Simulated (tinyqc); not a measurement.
Conductance against temperature: phonon transmission through an interface between two chains by Green functions. Computed by tinyqc, a small Python program. Command: `OMP_NUM_THREADS=1 python tinyqc.py 3015784 3015785 out.jsonl agf walk`. One thread of a shared host (Intel(R) Xeon(R) Processor @ 2.30GHz), about 0.01 s of CPU time with the checks.

Two semi-infinite chains (masses m_1, m_2; springs k_1, k_2), motion along the chain. The central region holds the end atom of each chain and three interlayer atoms of mass m_b, joined by springs k_b. lambda = omega^2 in eV/(angstrom^2 u); nu = 15.6333042 THz x sqrt(lambda).

Inputs (values chosen for the exercise, for two model chains):
```
quantity                          value           unit
mass m_1                             64              u
spring k_1                          9.4  eV/angstrom^2
mass m_2                           59.5              u
spring k_2                         17.2  eV/angstrom^2
junction spring k_b                3.93  eV/angstrom^2
interlayer mass m_b                80.2              u
probe frequency / lower band top   0.11              -
```

Atoms in the interlayer: three.

Constants: nu for 1 eV/(angstrom^2 u) = 15.6333042 THz; h x 1 THz = 4.135667696 meV; k_B = 8.617333262e-05 eV/K; k_B = 1.380649e-23 J/K; h = 6.62607015e-34 J s.

Method:
- nu_max = 15.6333042 THz x 2 sqrt(k/m); impedance Z = sqrt(k m); long-wave transmission 4 Z_1 Z_2/(Z_1 + Z_2)^2; the probe frequency is the given share of the lower band top.
- In chain i, sin(q_i a/2) = nu/nu_max,i. An outgoing wave makes the next atom move as exp(i q_i a) times the end atom, so the lead adds the self-energy Sigma_i = -k_i exp(i q_i a) to the force-constant matrix; Gamma_i = -2 Im Sigma_i = 2 k_i sin(q_i a).
- A = lambda M - K - Sigma over the central atoms, with K_ii the sum of the springs at i, K_(i,i+1) = -k_b; G = inverse of A; transmission = Gamma_1 Gamma_2 |G_(first,last)|^2.
- Landauer conductance G = k_B int tau(nu) x^2 e^x/(e^x - 1)^2 d nu, x = h nu/(k_B T), from 0 to the lower band top (240 Gauss-Legendre points in s from 0 to 1, nu = nu_top sin(pi s/2)); tau is the transmission, and its thermal mean is G over the value for tau = 1 in the same window; the quantum is g_0 = pi^2 k_B^2 T/(3 h).

band top of chain 1 = 11.9827 THz

band top of chain 2 = 16.8107 THz

Conductance:
```
T (K)  G (pW/K)  mean transmission     G/g_0  G for transmission 1 (pW/K)
1       0.92900            0.98159   0.98159                      0.94643
5        4.5532            0.96218   0.96218                       4.7322
20       16.938            0.89486   0.89486                       18.929
50       39.600            0.83724   0.83684                       47.299
100      59.651            0.66007   0.63027                       90.371
200      69.870            0.51730   0.36912                       135.07
400      73.115            0.46720   0.19313                       156.50
800      73.982            0.45360  0.097712                       163.10
```

What follows from these numbers?

At 1 K G/g_0 = 0.982; as T goes to 0 it tends to the long-wave transmission, where only the impedances count. Towards high T all modes count more and more alike; at 800 K G is 74.0 pW/K and the mean transmission is 0.454, which is well below the low-T value.
